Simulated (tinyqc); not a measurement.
# Joule-heated wire on a substrate, fin equation: effect of the cross-section

A wire of length L loses heat along itself to two contacts and sideways to the substrate: kap A theta'' - g theta + p = 0 with theta = T - T0 and p(x) = p0 exp(-((x/L - x0)/sg)^2/2). The ends are held at T0. Constant conductivity, diffusive heat flow.

The equation is solved on 800 equal steps and the peak is the largest node value. LH = sqrt(kap A/g); the share is the integral of g theta over that of p.

Parameters, values chosen for the exercise: conductivity along the wire kap = 23 W/(m K); conductance per length to the substrate g = 0.69 W/(m K); length between the contacts L = 280 nm; thermal resistance of each contact Rc = 0 K/uW; peak heating per length p0 = 0.14 uW/nm; place of the hot spot as a share of L x0 = 0.7; width of the hot spot as a share of L sg = 0.06.

Results:
```
A (nm^2)  LH (nm)   L/LH  peak theta (K)  peak/(p0/g)  share to the substrate (%)
8.6         16.93  16.54           132.5       0.6532                       98.85
17          23.80  11.76           110.4       0.5441                       96.20
34          33.67  8.317           87.82       0.4328                       90.32
69          47.96  5.838           65.93       0.3249                       79.82
280         96.61  2.898           30.43       0.1500                       47.02
550         135.4  2.068           18.72      0.09224                       30.86
```

Estimate the missing row, A = 140 nm^2.

Computed row:
```
A (nm^2)  LH (nm)   L/LH  peak theta (K)  peak/(p0/g)  share to the substrate (%)
140         68.31  4.099           46.34       0.2284                       64.60
```

With this row back in the table: As A goes from 8.6 to 550 nm^2, the peak theta falls from 133 to 18.7 K and the share of heat to the substrate falls from 98.9 to 30.9 %; L/LH goes from 17 to 2.1. Where L/LH is smallest the peak reaches 0.092 of p0/g, where it is largest 0.65. For A = 8.6 to 17 nm^2 LH or L is under 30 nm, where Fourier conduction is a rough picture.

tinyqc, about 0.01 s, one thread, Intel Xeon 2.30GHz (shared host): `OMP_NUM_THREADS=1 python tinyqc.py 2520031 2520032 out.jsonl`
